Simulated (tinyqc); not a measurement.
Temperature and isotope dependence of a band gap in oscillator models: one step. Slope and asymptote. Three cases, with inputs chosen for the exercise.

Task: dE/dT = -sum sl_i (th_i/T)^2 n_i (1 + n_i). At high T, n -> T/th - 1/2, so E -> E0 + ZP - (sum sl_i) T. Give the slope, its ratio to the limit, and the value at 0 K of the tangent drawn at T.

E(T) = E0 - sum_i sl_i th_i n_i(T), n = 1/(exp(th/T) - 1). The same coupling lowers the gap at 0 K by the zero-point term ZP = sum_i sl_i th_i/2, so the gap of the static lattice is E0 + ZP. Thermal expansion is taken as part of the slopes.

Case 1.

Values chosen (near those of InAs; shifted at random, so the results belong to these values and not to a real crystal): E0 = 0.418 eV (gap at 0 K); th = (48, 185) K (temperatures of two oscillators); sl = (0.0992, 0.1688) meV/K (their high-temperature slopes); T = 500 K (temperature).

Case 2.

Values chosen (near those of Si; shifted at random, so the results belong to these values and not to a real crystal): E0 = 1.16 eV (gap at 0 K); th = (147, 564) K (temperatures of two oscillators); sl = (0.0689, 0.2591) meV/K (their high-temperature slopes); T = 300 K (temperature).

Case 3.

Values chosen (near those of GaN; shifted at random, so the results belong to these values and not to a real crystal): E0 = 3.497 eV (gap at 0 K); th = (316, 882) K (temperatures of two oscillators); sl = (0.1676, 0.4104) meV/K (their high-temperature slopes); T = 500 K (temperature).

Give: dE/dT; ratio to the limiting slope; intercept of the tangent; intercept - E0.

Result:

Case 1.

dE/dT = -0.2660 meV/K
ratio to the limiting slope = 0.9926
intercept of the tangent = 0.4340 eV
intercept - E0 = 16.00 meV

The tangent recovers 89 % of ZP: the extrapolation works only from T well above the higher oscillator (185 K).

Case 2.

dE/dT = -0.2621 meV/K
ratio to the limiting slope = 0.7992
intercept of the tangent = 1.1963 eV
intercept - E0 = 36.31 meV

The tangent recovers 46 % of ZP: the extrapolation works only from T well above the higher oscillator (564 K).

Case 3.

dE/dT = -0.4808 meV/K
ratio to the limiting slope = 0.8319
intercept of the tangent = 3.6025 eV
intercept - E0 = 105.47 meV

The tangent recovers 51 % of ZP: the extrapolation works only from T well above the higher oscillator (882 K).

Computed by tinyqc, one run a case: `OMP_NUM_THREADS=1 python tinyqc.py N N+1 out.jsonl` with N = 1850642, 1850666, 1850683; one thread of a shared Intel(R) Xeon(R) Processor @ 2.30GHz, about 0.01 s a run at most.
